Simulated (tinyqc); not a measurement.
Strong pi bonds keep dimers flat: buckled dimers of a reconstructed (001) surface, two dangling bonds a dimer.

In a dimer one atom moves up by z and the other down by z; the dangling bond of the up atom (more s-like) falls by gm z and that of the down atom rises by gm z. With all dimers tilted alike: H(k) = [[-gm z - 2 ta cos k, -tp - 2 tx cos k], [., gm z - 2 ta cos k]], k along the row in 1/a. Two electrons a dimer fill the lowest N of the 2N levels on the mesh k_j = (j + 1/2) pi/N. Total energy a dimer: W(z) = (2/N) sum of the filled levels + kf z^2. Repulsion between electrons is left out.

Values chosen for the exercise (of the size met on diamond (001); not measured data): ta = 0.21 eV (coupling between like atoms along the row); tx = 0.05 eV (diagonal coupling along the row); gm = 1.9 eV/angstrom (shift of a dangling bond with height); kf = 4.8 eV/angstrom^2 (force constant of buckling); N = 12 (k points).

tp is varied; z minimises W on 0 to 1 angstrom; gap on 201 points; charge moved: the mean of gm z/sqrt((gm z)^2 + h^2) over the mesh, h the off-diagonal element.

Against tp:
```
tp (eV)  z (angstrom)  gain (eV)  gap (eV)  charge moved (e)
0.10           0.3906     0.2206    0.6709             0.987
0.20           0.3801     0.2137    0.6713             0.960
0.30           0.3620     0.1981    0.6719             0.914
0.45           0.3173     0.1256    0.6731             0.802
0.60           0.2412     0.0332    0.6750             0.609
0.80           0.0000     0.0000    0.7600             0.000
1.00           0.0000     0.0000    1.1600             0.000
1.30           0.0000     0.0000    1.7600             0.000
1.60           0.0000     0.0000    2.3600             0.000
```

What does the comparison show?

Dimers buckle for tp up to 0.6 eV among these rows; for an isolated dimer the limit is gm^2/kf = 0.752 eV. While buckled, the splitting, on average over k, stays near 2 gm^2/kf = 1.504 eV whatever tp is, and beyond the limit it follows 2 tp; the gap is smaller by the width of the bands, about 4 ta = 0.84 eV.

Computed by tinyqc, a small Python program: `OMP_NUM_THREADS=1 python tinyqc.py 1482032 1482033 out.jsonl` (the numbers bound the seed that draws the inputs); one thread of a shared host (Intel(R) Xeon(R) Processor @ 2.30GHz), about 0.03 s for the whole set of steps.
